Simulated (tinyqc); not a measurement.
Which roughness does what: X-ray reflectivity of a thin film on silicon: critical angles, Parratt recursion, fringes and roughness. Computed by tinyqc, a small Python program. Command: `OMP_NUM_THREADS=1 python tinyqc.py 3120606 3120607 out.jsonl xrr walk`. One thread of a shared host (Intel(R) Xeon(R) Processor @ 2.30GHz), about 0.01 s of CPU time with the checks.

n = 1 - delta + i beta; the classical electron radius is r_e = 2.8179403e-6 nm. Layer 0 is vacuum, 1 the film, 2 the substrate.

Inputs (values chosen for the exercise, modelled on a porous low-k film on silicon, copper K-alpha radiation): wavelength lambda = 0.15406 nm; film density rho = 1.32 g/cm^3; effective electrons per unit mass, film = 0.52 mol/g; beta/delta, film = 0.0095; film thickness d = 74.4 nm; roughness of the surface sigma_1 = 0.38 nm; roughness of the interface sigma_2 = 0.17 nm; substrate density = 2.33 g/cm^3; effective electrons per unit mass, substrate = 0.507 mol/g; beta/delta, substrate = 0.023; grazing angle theta = 0.781 degrees.

Constants: N_A = 6.02214076e+23 1/mol.

Method:
- delta = r_e lambda^2 rho_e/(2 pi), rho_e = density x electrons per mass x N_A; critical angle sqrt(2 delta), q_c = 4 sqrt(pi r_e rho_e).
- k_j = (2 pi/lambda) sqrt(sin^2 theta - 2 delta_j + 2 i beta_j); r_ij = (k_i - k_j)/(k_i + k_j) x exp(-2 k_i k_j sigma^2) (Nevot-Croce); r = (r_01 + r_12 p)/(1 + r_01 r_12 p), p = exp(2 i k_1 d); R = |r|^2.
- Far above the critical angle the period is d theta = lambda/(2 d), or 2 pi/d in q; the envelope runs between (|r_01| - |r_12 p|)^2 and (|r_01| + |r_12 p|)^2; contrast = 2 a b/(a^2 + b^2) with a = |r_01|, b = |r_12 p|; roughness factors on the amplitudes are about exp(-q^2 sigma^2/2).
- R is averaged over one period above each angle (64 points); contrast = (max - min)/(max + min) of R theta^4 over that period. Cases: smooth; only sigma_1; only sigma_2; both.

period in theta = 0.0593212 degrees

Constants:
```
layer      rho_e (1/nm^3)        delta         beta  critical angle (degrees)  q_c (1/nm)
film              413.360  4.40007e-06  4.18007e-08                  0.169968    0.241972
substrate         711.402  7.57263e-06  1.74170e-07                  0.222977    0.317437
```

Mean R and contrast:
```
theta (degrees)    R smooth  contrast  R, sigma_1  contrast, sigma_1  R, sigma_2  contrast, sigma_2     R, both  contrast, both
0.8              1.7344e-04   0.95361  1.5300e-04            0.97692  1.7114e-04            0.94815  1.5070e-04         0.97295
1.2              3.5884e-05   0.94941  2.7561e-05            0.99375  3.4860e-05            0.93608  2.6540e-05         0.98856
1.8              7.0367e-06   0.94853  4.1338e-06            0.98763  6.6113e-06            0.91645  3.7081e-06         0.99785
2.5              1.9478e-06   0.94829  8.6342e-07            0.84263  1.7410e-06            0.88049  6.5671e-07         0.91939
3.5              5.1656e-07   0.94835  1.8525e-07            0.43086  4.2554e-07            0.80077  9.4524e-08         0.59180
```

At 2.5 degrees sigma_1 alone multiplies the mean R by 0.44 and sigma_2 alone by 0.89; the contrast goes from 0.95 (smooth) to 0.84 and 0.88.
